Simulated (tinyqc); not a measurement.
Comparisons within one model: optical gain and spontaneous emission in a bulk direct-gap semiconductor. A value that a table varies takes the place of the one given here.

Parabolic bands, vertical transitions, no excitons. For each hole band j: mr = me mj/(me + mj); joint density of states J_j(E) = (mr/c)^(3/2) sqrt(E - Eg)/(2 pi^2), both spins, c = hbar^2/2m0; averaged matrix element |e.p|^2 = m0 Ep/6; alpha_j(E) = 4 pi^2 alpha_f c Ep J_j/(3 nr E) in 1/angstrom (alpha_f the fine-structure constant, listed as alpha among the constants), times 1e8 for 1/cm.

F_j(eta) = (1/Gamma(j + 1)) integral_0^infinity x^j dx/(1 + exp(x - eta)), which tends to exp(eta) for eta << 0.

Quasi-Fermi levels: n = Nc F_1/2(Fc/kT) and p = Nv F_1/2(Fv/kT), Fc counted up from the conduction edge and Fv down from the valence edge; Nc, Nv from N = 2 (m kB T/(4 pi c))^(3/2) with c = hbar^2/2m0, in 1/angstrom^3; times 1e24 for 1/cm^3, with me and (mhh^(3/2) + mlh^(3/2))^(2/3).

For band j the electron sits at Ee = (E - Eg) mr/me above its edge and the hole at Eh = (E - Eg) mr/mj; fe = 1/(1 + exp((Ee - Fc)/kT)), fh = 1/(1 + exp((Eh - Fv)/kT)); gain g = sum_j alpha_j (fe + fh - 1).

Spontaneous rate: R = integral of (nr E/(hbar c))^2/(pi^2 hbar) sum_j alpha_j fe fh dE, with alpha in 1/cm and (nr E/(hbar c))^2 in 1/cm^2 (1e16 per 1/angstrom^2); B = R/(n p); lifetime n/R.

Constants: hbar^2/2m0 = 3.80998211 eV angstrom^2; fine-structure constant alpha = 0.007297352564; kB = 8.617333262e-05 eV/K; hbar = 6.58211957e-16 eV s; hbar c = 1973.269805 eV angstrom.

Parameters, chosen for this exercise (near those of InP; shifted at random, so the results belong to these values and not to a real crystal):
- Eg = 1.305 eV (direct gap)
- me = 0.0777 m0 (electron mass)
- mhh = 0.605 m0 (heavy-hole mass)
- mlh = 0.0931 m0 (light-hole mass)
- Ep = 21.3 eV (Kane energy)
- nr = 3.46 (refractive index)
- T = 400 K
- n = 7.6e+18 1/cm^3 (injected density, n = p)

## Peak gain against injection

The peak is the largest g over E; a dash marks no gain.

Gain:
```
n (1/cm^3)  Fc (eV)  Fv (eV)  peak gain (1/cm)  peak E - Eg (eV)  B (cm^3/s)
1.2e+18      0.0296  -0.0950                 -                 -    8.28e-11
1.9e+18      0.0551  -0.0787                 -                 -    7.81e-11
2.8e+18      0.0807  -0.0647                70            0.0055    7.29e-11
3.4e+18      0.0953  -0.0577               247            0.0136    6.99e-11
4.3e+18      0.1151  -0.0490               547            0.0251    6.60e-11
5.5e+18      0.1388  -0.0398               945            0.0391    6.16e-11
7.2e+18      0.1690  -0.0294              1466            0.0569    5.64e-11
9.6e+18      0.2071  -0.0180              2109            0.0779    5.09e-11
```

transparency density (Fc + Fv = 0) = 2.41e+18 1/cm^3

Gain starts at 2.41e+18 1/cm^3, where Fc = -Fv = 0.0702 eV: with Nv/Nc = 23 the electrons must be degenerate before the holes are. The slope of peak gain against n is 2.94e-16 cm^2 between the first two rows with gain and 2.68e-16 between the last two; the peak moves from 0.0055 to 0.0779 eV above the gap as the bands fill, and B falls by a factor 1.63. Line broadening and gap shrinkage are left out.

## Gain spectrum

At the density n.

Spectrum:
```
E - Eg (eV)  alpha, empty (1/cm)  fe, heavy  fh, heavy  g (1/cm)
0.005                       2218      0.993      0.308       661
0.010                       3125      0.992      0.305       907
0.020                       4386      0.990      0.298      1207
0.030                       5332      0.987      0.291      1388
0.045                       6458      0.981      0.281      1534
0.060                       7375      0.972      0.271      1580
0.080                       8393      0.954      0.258      1516
0.100                       9250      0.926      0.246      1308
0.130                      10326      0.852      0.228       658
0.170                      11488      0.674      0.205     -1075
0.220                      12640      0.363      0.180     -4477
```

Fc + Fv = 0.1483 eV

g is positive below E - Eg = 0.1483 eV; the largest value listed is 1580 1/cm at 0.060 eV. At 0.220 eV above the gap g is -0.35 times the absorption of the empty crystal, whose limit is -1.

## Transparency density and B against temperature

Eg is held fixed; B is taken at n = 1e15 1/cm^3.

Results:
```
T (K)  transparency density (1/cm^3)  Fc/kT there  B (cm^3/s)
100                         3.01e+17        2.036    7.20e-10
150                         5.53e+17        2.036    3.94e-10
200                         8.51e+17        2.036    2.57e-10
250                         1.19e+18        2.036    1.85e-10
300                         1.56e+18        2.036    1.41e-10
350                         1.97e+18        2.036    1.13e-10
400                         2.41e+18        2.036    9.28e-11
500                         3.36e+18        2.036    6.70e-11
```

Fc/kT at transparency stays at 2.036, since it depends on Nv/Nc alone, so the density goes as T^1.50. B goes as T^-1.48, against T^-1.5 for non-degenerate carriers: hot carriers spread over k and fewer pairs share a wave vector.

## What moves transparency and gain

Transparency is Fc + Fv = 0; the peak is the largest g over E at the density n (0 if none). Each row changes one parameter from the base and keeps the others.

Results:
```
case                 transparency density (1/cm^3)  Fc + Fv (eV)  peak gain (1/cm)
base                                      2.41e+18        0.1483              1580
me = 0.0894 m0                            2.76e+18        0.1236              1655
mhh = 0.363 m0                            1.86e+18        0.1774              2586
Ep = 23.4 eV                              2.41e+18        0.1483              1736
T = 440 K                                 2.78e+18        0.1382              1342
n = 9.88e+18 1/cm^3                       2.41e+18        0.1945              2178
nr = 3.63                                 2.41e+18        0.1483              1506
```

The largest shifts from the base row, up to three for each result and ties (the steps differ in size, so this ranks the rows, not the parameters). transparency density (1/cm^3): mhh -5.44e+17, T +3.70e+17, me +3.51e+17; unchanged at the printed digits by Ep, n and nr. Fc + Fv (eV): n +0.0462, mhh +0.0290, me -0.0247; unchanged at the printed digits by Ep and nr. peak gain (1/cm): mhh +1006, n +598, T -238.

Run: tinyqc, `OMP_NUM_THREADS=1 python tinyqc.py 1681882 1681883 out.jsonl`; Intel(R) Xeon(R) Processor @ 2.30GHz, one thread, shared host; about 0.09 s of CPU time with all checks.
